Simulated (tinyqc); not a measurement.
Capacitance of parallel on-chip lines from Laplace's equation on a mesh: one step of the calculation.

Cross-section of an endless row of equal lines between two grounded planes; neighbours are driven in antiphase (+1 V and -1 V), so the plane midway between two lines is at 0 V. By symmetry one quarter is solved: x runs from the centre of a line (column 0, mirror) to that midplane (column 4, 0 V), y from the mid-height of the line (row 0, mirror) to the ground plane (row 5, 0 V). The line fills columns 0 to 1 and rows 0 to 2 at 1 V. Cells beside the line (below row 2) have e2, cells above have e1. Each link between nodes has the conductance g = mean permittivity of the two cells beside it (a cell beyond a mirror counts as 0), and the free nodes obey sum g (V_neighbour - V) = 0.

Question. Capacitance per length. C = 4 eps0 sum g (difference of V)^2 over all links (twice the energy of the four quarters, line at 1 V). Plate estimate without fringing: eps0 [2 e1 w/hd + 2 e2 t/(s/2)], w = 2 hx, t = 4 hx, s/2 = 3 hx, hd = 3 hx.

Values chosen for this exercise:
- e1 = 3 (relative permittivity above and below the lines)
- e2 = 2.4 (relative permittivity between the lines)

Constants: eps0 = 8.8541878128e-12 F/m. Results are converted to the units shown.

converged V (V):
```
           col 0      col 1      col 2      col 3      col 4
row 0  1.0000000  1.0000000  0.6373434  0.3069326  0.0000000
row 1  1.0000000  1.0000000  0.6212207  0.2951936  0.0000000
row 2  1.0000000  1.0000000  0.5523457  0.2526211  0.0000000
row 3  0.5946167  0.5522940  0.3641091  0.1761699  0.0000000
row 4  0.2738792  0.2504501  0.1756271  0.0879492  0.0000000
row 5  0.0000000  0.0000000  0.0000000  0.0000000  0.0000000
```

gx:
```
       col 0  col 1  col 2  col 3
row 0    1.2    1.2    1.2    1.2
row 1    2.4    2.4    2.4    2.4
row 2    2.7    2.7    2.7    2.7
row 3      3      3      3      3
row 4      3      3      3      3
row 5    1.5    1.5    1.5    1.5
```

gy:
```
       col 0  col 1  col 2  col 3  col 4
row 0    1.2    2.4    2.4    2.4    1.2
row 1    1.2    2.4    2.4    2.4    1.2
row 2    1.5      3      3      3    1.5
row 3    1.5      3      3      3    1.5
row 4    1.5      3      3      3    1.5
```

Wanted: C; plate estimate.

Answer.

C = 159.52 aF/um
plate estimate = 92.084 aF/um

Computed by the program tinyqc: `OMP_NUM_THREADS=1 python tinyqc.py 2790155 2790156 out.jsonl`, one thread of a shared Intel Xeon 2.30GHz, about 0.8 s for the whole run.
